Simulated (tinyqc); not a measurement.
Resonant-tunnelling diode, transfer matrices and Tsu-Esaki current: two steps of the calculation.

Emitter (band edge 0), barrier d1, well Lw, barrier d2, spacer ds, collector (edge -V). The bias drops linearly over these layers and none in the contacts; each layer is cut into ns equal slices, flat at the value of their centres. E is the energy of motion across the layers, C = hbar^2/(2 m0), psi and psi'/m are continuous. Transport is coherent, T(E) is taken as independent of the transverse momentum, and charge in the well is ignored.

Parameters, values chosen for the exercise; masses and offsets close to those of InGaAs wells and InAlAs barriers:
```
symbol    value  unit                                               meaning
T           300     K                                           temperature
mw        0.041    m0                 mass in the well, spacer and contacts
ns            2                                        slices in each layer
Ef        0.053    eV  Fermi energy of both contacts above their band edges
V          0.08     V                                 bias of the collector
E       0.05368    eV                                          trial energy
```

Constants: q = 1.602176634e-19 C, kB = 1.380649e-23 J/K, hbar = 1.054571817e-34 J s, m0 = 9.1093837015e-31 kg, Vt = kB T/q, hbar^2/(2 m0) = 0.0380998212 eV nm^2. Results are converted to the units shown.

Task 1. Running product of the slice matrices at the trial energy. For the pair (psi, psi'/m) a flat layer has M = [[cos kd, (m/k) sin kd], [-(k/m) sin kd, cos kd]] with k = sqrt(m (E - U)/C) above its edge U, and M = [[cosh Kd, (m/K) sinh Kd], [(K/m) sinh Kd, cosh Kd]] with K = sqrt(m (U - E)/C) below it. Later slices stand to the left. With M acting on (psi, psi'/m) and v = k/m in each lead, T(E) = 4 vL vR/[(vL vR M12 - M21)^2 + (vR M11 + vL M22)^2]. vL = sqrt(mw E/C)/mw, vR = sqrt(mw (E + V)/C)/mw.

| slice | U (eV) | m (m0) | width (nm) |
|---|---|---|---|
| 0 | 0.50702128 | 0.077 | 1.05 |
| 1 | 0.50106383 | 0.077 | 1.05 |
| 2 | -0.02141844 | 0.041 | 3.35 |
| 3 | -0.04042553 | 0.041 | 3.35 |
| 4 | 0.45666667 | 0.077 | 1.2 |
| 5 | 0.44985816 | 0.077 | 1.2 |
| 6 | -0.06765957 | 0.041 | 1.45 |
| 7 | -0.07588652 | 0.041 | 1.45 |

Find: Product after each layer; T(E).

Result 1.

Product after each layer:

|  | M11 | M12 (nm) | M21 (1/nm) | M22 |
|---|---|---|---|---|
| barrier d1 | 3.784 | 0.2938 | 45.10 | 3.766 |
| well | 4.162 | 0.3554 | -48.60 | -3.910 |
| barrier d2 | 0.5292 | 0.1330 | -5.069 | 0.6160 |
| spacer | -0.2344 | 0.1256 | -6.561 | -0.7500 |

T(E) = 0.9773

Task 2. Current from the resonance alone. J = J0 times the integral over E > 0 of T(E) N(E), N = ln[(1 + exp((Ef - E)/Vt))/(1 + exp((Ef - V - E)/Vt))], J0 = q^2 mw m0 kB T/(2 pi^2 hbar^3) (times 1e-4 for A/cm^2 per eV). For a sharp resonance J = J0 (pi G/2) Tp N(Er), with Er the peak energy, Tp the peak transmission and G the full width at half maximum (in eV). The three values given are estimates from a parabola through three points of 1/T(E).

Er = 0.053877979 eV
Tp = 0.99806361
G = 2.6374815 meV

Find: J0; N(Er); J.

Result 2.

J0 = 1.7153e7 A/(cm^2 eV)
N(Er) = 0.63346
J = 44.929 kA/cm^2

The full integral over T(E) gives 43.58 kA/cm^2; the value above is 3.1 % above it.

Numbers from tinyqc (`OMP_NUM_THREADS=1 python tinyqc.py 2600141 2600142 out.jsonl`; about 0.3 s on one thread of a shared Intel Xeon 2.30GHz).
